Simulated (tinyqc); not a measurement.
Ellipsometry and reflectance of a transparent film on an absorbing substrate: effect of the angle of incidence.

Air (index 1), film, substrate with N2 = n2 - i k2; time factor exp(+i w t). q_j = sqrt(N_j^2 - sin^2 th), root with positive real part. Fresnel coefficients r_s = (q_a - q_b)/(q_a + q_b), r_p = (N_b^2 q_a - N_a^2 q_b)/(N_b^2 q_a + N_a^2 q_b). tan(Psi) exp(i Delta) = R_p/R_s, Delta taken from 0 to 360 degrees.

beta = 2 pi d q1/lam, X = exp(-2 i beta), R = (r01 + r12 X)/(1 + r01 r12 X) for p and s. dDelta/dd is the derivative of Delta; period lam/(2 q1).

Values chosen for this exercise; indices close to those of titanium dioxide on silicon:

| symbol | value | unit | meaning |
|---|---|---|---|
| lam | 632.8 | nm | wavelength |
| n1 | 2.423 |  | index of the transparent film |
| d | 26 | nm | film thickness |
| n2 | 3.882 |  | index of the substrate |
| k2 | 0.019 |  | extinction coefficient of the substrate |

Effect of the angle of incidence:

| th (degrees) | Psi (degrees) | Delta (degrees) | \|R_p\|^2 | \|R_s\|^2 | dDelta/dd (degrees/nm) | period (nm) |
|---|---|---|---|---|---|---|
| 50 | 29.61 | 163.1 | 0.1382 | 0.4278 | -0.6939 | 137.6 |
| 55 | 25.82 | 157.2 | 0.1097 | 0.4687 | -0.9544 | 138.8 |
| 60 | 21.53 | 148.1 | 0.08041 | 0.5165 | -1.349 | 139.8 |
| 65 | 17.03 | 132.9 | 0.05371 | 0.5721 | -1.949 | 140.8 |
| 70 | 13.61 | 104.6 | 0.03728 | 0.6364 | -2.421 | 141.7 |
| 75 | 14.56 | 63.67 | 0.04793 | 0.7103 | -1.311 | 142.4 |
| 80 | 21.54 | 32.35 | 0.1239 | 0.7950 | -0.1869 | 142.9 |
| 85 | 32.38 | 13.67 | 0.3584 | 0.8912 | 0.04112 | 143.2 |

What does the comparison show?

Psi goes from 29.6 through a minimum of 13.6 (at th = 70 among the rows listed) to 32.4 degrees and |R_p|^2 goes from 0.138 through a minimum of 0.0373 (at th = 70 among the rows listed) to 0.358. The slope of Delta is largest in size, 2.42 degrees/nm, at th = 70 among the rows. The bare substrate has its smallest |R_p| near arctan(n2) = 75.6 degrees.

Numbers from tinyqc (`OMP_NUM_THREADS=1 python tinyqc.py 2870225 2870226 out.jsonl`; about 0.2 s on one thread of a shared Intel Xeon 2.30GHz).
